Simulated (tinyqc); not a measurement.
Rapid thermal processing of a wafer: radiative balance, ramp and cooling, pattern effects, pyrometer error and spike budget: one step, computed by the program tinyqc.

The wafer is opaque and uniform through its thickness unless said otherwise; temperatures in formulas are in kelvin (C + 273.15). sigma = 5.670374419e-12 W/(cm^2 K^4).

Task: Pattern effect. At steady state a sinusoidal change of absorbed power of relative amplitude a and period p gives the temperature amplitude a q/(dq/dT + k d (2 pi/p)^2); healing length l = sqrt(k d/(dq/dT)); process change = E_a dT/(k_B T^2). Emissivity is taken as unchanged.

Inputs (values chosen for the exercise, modelled on a hot silicon wafer):

| quantity | value | unit |
|---|---|---|
| wafer thickness d | 725 | micrometre |
| thermal conductivity k | 0.25 | W/(cm K) |
| wall temperature T_w | 350 | K |
| process temperature | 1110 | C |
| relative change of absorptivity over a pattern | 9.5 | % |
| period of the pattern | 3.7 | mm |
| activation energy of the process E_a | 3.46 | eV |

dq/dT = 59.12215 mW/(cm^2 K)

holding power q = 24.28592 W/cm^2

Constants: k_B = 8.617333262e-05 eV/K.

Give: healing length l; amplitude without lateral conduction; amplitude; change of the process rate.

Result:

healing length l = 5.537 mm

amplitude without lateral conduction = 39.02 K

amplitude = 0.4365 K

change of the process rate = 0.9161 %

Lateral conduction cuts the amplitude to 1.1 %, since p/(2 pi l) = 0.11.
